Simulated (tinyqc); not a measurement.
What each parameter does: hydrogenic donor in a hard-walled well (variational).

Trial function cos(pi z/L) exp(-r/lam), r measured from the donor at zi, walls at +/- L/2, one eps everywhere. Counted from the lowest subband, E(lam) = c/(m lam^2) - (q/eps) I0/I1, with I0 the integral of cos^2(pi z/L) exp(-2|z - zi|/lam) over the well and I1 the same with the factor (|z - zi| + lam/2); c = hbar^2/2m0, q = e^2/(4 pi eps0). The binding energy is -E at the minimum.

Constants: hbar^2/2m0 = 3.80998211 eV angstrom^2; e^2/(4 pi eps0) = 14.39964547 eV angstrom; Ry = 13.60569312 eV.

Values chosen for the exercise (near those of InGaAs; not measured data):
- m = 0.042 m0 (mass)
- eps = 14.3 (dielectric constant)
- L = 583 angstrom (well width)
- zi = 0 angstrom (position of the donor from the centre)

The minimum over lam; Ry* = Ry m/eps^2.

Results for these values:

| case | binding (meV) | lam (angstrom) | binding/Ry* |
|---|---|---|---|
| base | 4.14 | 184.6 | 1.483 |

What happens to each result for L = 758 angstrom, all else kept?

Answer: binding falls from 4.14 to 3.78; lam rises from 184.6 to 189.5; binding/Ry* falls from 1.483 to 1.354.

The same for each parameter in turn:

| case | binding (meV) | lam (angstrom) | binding/Ry* |
|---|---|---|---|
| base | 4.14 | 184.6 | 1.483 |
| m = 0.036 m0 | 3.76 | 210.7 | 1.568 |
| eps = 12.9 | 4.91 | 168.6 | 1.430 |
| L = 758 angstrom | 3.78 | 189.5 | 1.354 |
| zi = 117 angstrom | 3.57 | 192.0 | 1.279 |

Computed by tinyqc, a small Python program: `OMP_NUM_THREADS=1 python tinyqc.py 1280531 1280532 out.jsonl` (the numbers bound the seed that draws the inputs); one thread of a shared host (Intel(R) Xeon(R) Processor @ 2.30GHz), about 0.01 s for the whole set of steps.
